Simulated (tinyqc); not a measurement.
## Trap depth and cross-section from two peaks

Problem. A DLTS peak lies where ew = sn g T^2 exp(-Et/kB T), g = vth Nc/(300 K)^2. Find Et and sn.

Parameters, values chosen for the exercise: conduction-band density of states at 300 K Nc = 1.69e19 cm^-3; thermal velocity at 300 K vth = 1.9e7 cm/s.

Constants: q = 1.602176634e-19 C, kB = 1.380649e-23 J/K. Results are converted to the units shown.

peak temperatures for ew = 20 and 2000 1/s (K): 100.73589  123.20927

Answer. The slope of ln(ew/T^2) against q/kB T is -Et, and the intercept is ln(sn g).

Et = 0.200 eV
sn = 5.60e-15 cm^2

Numbers from tinyqc (`OMP_NUM_THREADS=1 python tinyqc.py 2050142 2050143 out.jsonl`; about 0.01 s on one thread of a shared Intel Xeon 2.30GHz).
